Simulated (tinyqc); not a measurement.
Worked calculation: Weaire-Thorpe hybrids on a Bethe lattice: gap and dangling bond of an amorphous tetrahedral solid. Values are carried at full precision from step to step, so a last printed digit may differ when a step is redone from the rounded ones.

Four sp3 hybrids an atom at energy 0, coupled by -V1 on the atom and by -V2 along a bond; the bonds form a tree (no rings). For any network the gap runs at least from -V2 + V1 to V2 - 3 V1, and p-like states pile up at -V2 + V1 and V2 + V1. On the tree the gap is wider: it ends at Ec = -V1 + sqrt(V2^2 + 4 V1^2 - 2 sqrt3 V1 V2), which makes it well wider than the gaps of the real glasses. A branch seen from a hybrid has the self-energy S = V2^2 g, where g is the Green function of the hybrid across the bond, whose three partners carry S themselves. With a = z - V1, b = a - S: g = 1/(a + V1 b/(b + 3 V1)), z = E + i eta. A full atom has G = (1/b)(b + 3 V1)/(b + 4 V1) per hybrid; a dangling hybrid with shift dh has G = 1/(1/g - dh).

Inputs chosen for the exercise (of the size of tabulated hybrid energies for amorphous silicon; shifted at random, so the results belong to these values and not to a real crystal):
- V1 = 1.81 eV (coupling of two hybrids on one atom)
- V2 = 4.28 eV (coupling of the two hybrids of a bond)
- E = -0.57 eV (energy)
- eta = 0.03 eV (broadening)
- dh = -0.55 eV (shift of the dangling hybrid (rehybridisation))

## Edges

Bounds -V2 + V1 and V2 - 3 V1. On the tree the s-like bands are narrower: E = -V1 -/+ sqrt(V2^2 + 4 V1^2 + V1 V2 e) with e from -2 sqrt3 to 2 sqrt3 (for a crystal, -4 to 4), so the conduction edge is -V1 + sqrt(V2^2 + 4 V1^2 - 2 sqrt3 V1 V2).

edges (eV): Ev -2.4700, Ec(bound) -1.1500, Ec(tree) 0.3318

gaps (eV): (bound, reached in the crystal) 1.3200, (tree) 2.8018

The gap needs no periodicity, only V2 > 2 V1 (here V2/V1 = 2.365); leaving out rings widens it by 1.482 eV. Two parameters give the trend, not the value.

## The self-energy at one energy

S = V2^2 g is a quadratic A S^2 + B S + C = 0 with A = a + V1, B = -(a (a + 4 V1) + V2^2), C = V2^2 (a + 3 V1), a = z - V1. Of the two roots take the one with Im S < 0 (if both qualify, the decaying one, with the smaller |V1 V2 g/(b + 3 V1)|).

A, B, C: [-0.5700+0.0300i, -6.7507-0.0744i, 55.8711+0.5496i]

roots (eV): [5.6133+0.0819i, -17.4170-0.8337i]

S = -17.4170-0.8337i eV

## Densities at that energy

With z = E + i eta, b = z - V1 - S: full atom G = (b + 3 V1)/(b (b + 4 V1)); g = S/V2^2; dangling hybrid 1/(1/g - dh); densities -Im G/pi.

G (1/eV): (bulk) 0.0609-0.0033i, (dangling with dh = 0) -0.9508-0.0455i, (dangling with dh) -1.9826-0.1994i
densities (1/eV): (bulk) 0.0010, (dangling with dh = 0) 0.0145, (dangling with dh) 0.0635

## The dangling-bond level

For eta = 0 the level solves 1/g(E) = dh inside the gap (bisection); its weight on the dangling hybrid is 1/(d(1/g)/dE), by central differences with step 1e-5 eV.

level = -0.2818 eV
above Ev = 2.1882 eV
weight on the dangling hybrid = 0.553

The level lies at 78 % of the gap of the tree; 45 % of it spreads over the back bonds.

## Checks

- Conduction edge from the formula against the zero of the discriminant: both 0.331751.
- S from the quadratic against damped iteration of S = V2^2 g: both -17.41703.

Computed by tinyqc, a small Python program: `OMP_NUM_THREADS=1 python tinyqc.py 1482183 1482184 out.jsonl` (the numbers bound the seed that draws the inputs); one thread of a shared host (Intel(R) Xeon(R) Processor @ 2.30GHz), about 0.04 s for the whole set of steps.
